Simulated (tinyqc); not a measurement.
# From rho_xx back to density n2

Model: Hall effect and magnetoresistance of several carrier groups with constant relaxation times. Computed by tinyqc, a small Python program. Command: `OMP_NUM_THREADS=1 python tinyqc.py 3011452 3011453 out.jsonl hall2 inv`. One thread of a shared host (Intel(R) Xeon(R) Processor @ 2.30GHz), about 0.01 s of CPU time with the checks.

Group 1 has charge -e and group 2 charge +e; s_i is that sign. B lies along z; mu B is formed with mu in m^2/(V s).

Inputs (values chosen for the exercise, for a model conductor): density n1 = 2.7e+18 1/cm^3; mobility mu1 = 18000 cm^2/(V s); mobility mu2 = 6000 cm^2/(V s); magnetic field B = 3.5 T.

Carriers: electrons and holes. Densities: per volume.

Constants: e = 1.602176634e-19 C.

Method. sigma_xx = sum n_i e mu_i/(1 + mu_i^2 B^2); sigma_xy = sum s_i n_i e mu_i^2 B/(1 + mu_i^2 B^2). rho_xx = sigma_xx/(sigma_xx^2 + sigma_xy^2); Hall coefficient R_H = sigma_xy/(B (sigma_xx^2 + sigma_xy^2)), with B in V s/cm^2 (1 T = 1e-4 V s/cm^2); magnetoresistance MR = rho_xx(B)/rho_xx(0) - 1. Apparent density 1/(e |R_H|); Hall mobility |R_H|/rho_xx.

Problem. A run gave the result below. Find the density n2, known to lie between 7e+18 and 1.5e+19 1/cm^3.

rho_xx = 0.0001700145 ohm cm

Solution.

Each step takes the trial c = (a f_b - b f_a)/(f_b - f_a), f being the result less the target and a, b, c the logarithms of the listed values; c replaces end b, the old b replaces a if the sign of f changed, and otherwise f_a is halved.

Scan of the range:
```
density n2 (1/cm^3)  rho_xx (ohm cm)
7.00e+18                 3.55429e-04
7.95e+18                 2.82704e-04
9.02e+18                 2.27523e-04
1.02e+19                 1.85915e-04
1.16e+19                 1.51925e-04
1.32e+19                 1.25129e-04
1.50e+19                 1.04079e-04
```

False position (Illinois rule, in the logarithm of the input) inside the bracket:
```
step        end a        end b        trial  rho_xx (ohm cm)
1     1.02000e+19  1.16000e+19  1.08325e+19      1.68965e-04
2     1.02000e+19  1.08325e+19  1.07568e+19      1.70841e-04
3     1.08325e+19  1.07568e+19  1.07901e+19      1.70011e-04
4     1.07568e+19  1.07901e+19  1.07900e+19      1.70014e-04
5     1.07568e+19  1.07900e+19  1.07900e+19      1.70015e-04
6     1.07900e+19  1.07900e+19  1.07900e+19      1.70014e-04
```

rho_xx falls at every point of a 13-point scan of the range (every second point is shown), so one value fits; it is bracketed by 1.02e19 and 1.16e19. Answer: density n2 = 1.079e19 1/cm^3.
